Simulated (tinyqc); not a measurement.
Gated graphene: carriers, quantum capacitance and optical conductivity: sweeps and comparisons. A value that a table varies takes the place of the one given here.

Cones E = +/- hv |k|, four flavours, D(E) = 2|E|/(pi hv^2). n = (2/pi)(kT/hv)^2 F_1(mu/kT), p = (2/pi)(kT/hv)^2 F_1(-mu/kT), in 1/angstrom^2 (1e16 for 1/cm^2); F_1(eta) = integral_0^infinity x dx/(1 + exp(x - eta)). Cq/e^2 = d(n - p)/d mu = (2 kT/(pi hv^2)) ln(2 + 2 cosh(mu/kT)).

Gate: V = mu/e + e (n - p)/Cox with Cox/e^2 = k/(4 pi e2 t), t in angstrom, e2 = e^2/(4 pi eps0); 1/(eV angstrom^2) in C/e^2 equals 1602.176634 microfarad/cm^2; total 1/C = 1/Cox + 1/Cq.

Conductivity over sigma0 = e^2/(4 hbar): interband Re = sinh(E/2kT)/(cosh(mu/kT) + cosh(E/2kT)); intraband Re = (8 kT/pi) ln(2 cosh(mu/2kT)) Gm/(E^2 + Gm^2). A free sheet absorbs about pi alpha_f Re(sigma/sigma0), alpha_f the fine-structure constant (alpha among the constants).

Constants: kB = 8.617333262e-05 eV/K; e^2/(4 pi eps0) = 14.39964547 eV angstrom; fine-structure constant alpha = 0.007297352564.

Inputs chosen for the exercise (Fermi velocity near that of graphene, gate dielectric near SiO2; shifted at random, so the results belong to these values and not to a real crystal): hv = 6.41 eV angstrom (hbar vF); T = 300 K; k = 3.74 (dielectric constant of the gate layer); t = 285 nm (its thickness); Gm = 20 meV (intraband damping); V = -22.2 V (gate voltage from the neutrality point).

## Gate sweep

Results:

| V (V) | mu (eV) | n - p (1/cm^2) | n + p (1/cm^2) | Cq (microfarad/cm^2) | C/Cox | Cox V/e (1/cm^2) |
|---|---|---|---|---|---|---|
| 0 | 0.0000 | 0 | 1.70e+11 | 0.890 | 0.987 | 0 |
| 0.67 | 0.0086 | 4.80e+10 | 1.76e+11 | 0.907 | 0.987 | 4.86e+10 |
| 1.8 | 0.0222 | 1.29e+11 | 2.09e+11 | 1.00 | 0.989 | 1.31e+11 |
| 4.4 | 0.0478 | 3.16e+11 | 3.47e+11 | 1.37 | 0.992 | 3.19e+11 |
| 8.9 | 0.0786 | 6.40e+11 | 6.50e+11 | 2.01 | 0.994 | 6.45e+11 |
| 16 | 0.1127 | 1.15e+12 | 1.15e+12 | 2.81 | 0.996 | 1.16e+12 |
| 22 | 0.1352 | 1.59e+12 | 1.59e+12 | 3.36 | 0.997 | 1.60e+12 |
| 33 | 0.1689 | 2.38e+12 | 2.38e+12 | 4.20 | 0.997 | 2.39e+12 |
| 49 | 0.2085 | 3.54e+12 | 3.54e+12 | 5.18 | 0.998 | 3.55e+12 |

At neutrality n + p = 1.70e+11 1/cm^2 of thermal carriers remain and C/Cox = 0.987; at the last row C/Cox = 0.998 and the plain capacitor rule overstates n - p by 0.4 %. Between the last two rows mu goes as V^0.53; for |mu| well above kT the limits are 1/2 where Cox is small against Cq and 1 where it is large.

## Absorption spectrum

mu = -0.13590 eV

Results:

| E (eV) | interband | intraband | absorption (%) |
|---|---|---|---|
| 0.027 | 0.0056 | 3.0714 | 7.054 |
| 0.054 | 0.0128 | 1.0457 | 2.427 |
| 0.095 | 0.0309 | 0.3679 | 0.914 |
| 0.136 | 0.0671 | 0.1835 | 0.574 |
| 0.190 | 0.1703 | 0.0950 | 0.608 |
| 0.231 | 0.3123 | 0.0645 | 0.864 |
| 0.272 | 0.5009 | 0.0466 | 1.255 |
| 0.313 | 0.6893 | 0.0353 | 1.661 |
| 0.353 | 0.8278 | 0.0277 | 1.961 |
| 0.435 | 0.9592 | 0.0183 | 2.241 |
| 0.544 | 0.9949 | 0.0117 | 2.308 |
| 0.815 | 1.0000 | 0.0052 | 2.304 |

The edge lies at 2|mu| = 0.272 eV and, for |mu| above about 3 kT (here 5.3), rises from 10 % to 90 % over about 8.8 kT = 0.227 eV. The absorption is lowest, 0.574 %, at 0.136 eV of those listed, between the Drude tail and the edge; at the last row it is 2.304 % against pi alpha_f = 2.293 %. The thin-sheet formula fails where the absorption is large, and trigonal warping matters above about 1.5 eV.

## What moves the Fermi level

All results formed anew. Each row changes one parameter from the base and keeps the others.

Results:

| case | mu (eV) | n - p (1/cm^2) | C/Cox |
|---|---|---|---|
| base | -0.1359 | -1.600e+12 | 0.9966 |
| V = -28.86 V | -0.1571 | -2.082e+12 | 0.9970 |
| t = 199.5 nm | -0.1651 | -2.283e+12 | 0.9960 |
| k = 4.49 | -0.1503 | -1.920e+12 | 0.9963 |
| hv = 7.05 eV angstrom | -0.1509 | -1.599e+12 | 0.9963 |
| T = 400 K | -0.1298 | -1.601e+12 | 0.9965 |

The largest shifts from the base row, up to three for each result and ties (the steps differ in size, so this ranks the rows, not the parameters). mu (eV): t -0.0292, V -0.0212, hv -0.0150. n - p (1/cm^2): t -6.83e+11, V -4.81e+11, k -3.20e+11. C/Cox: t -0.0006, V +0.0005, hv -0.0003, k -0.0003.

Run: tinyqc, `OMP_NUM_THREADS=1 python tinyqc.py 1681066 1681067 out.jsonl`; Intel(R) Xeon(R) Processor @ 2.30GHz, one thread, shared host; about 0.01 s of CPU time with all checks.
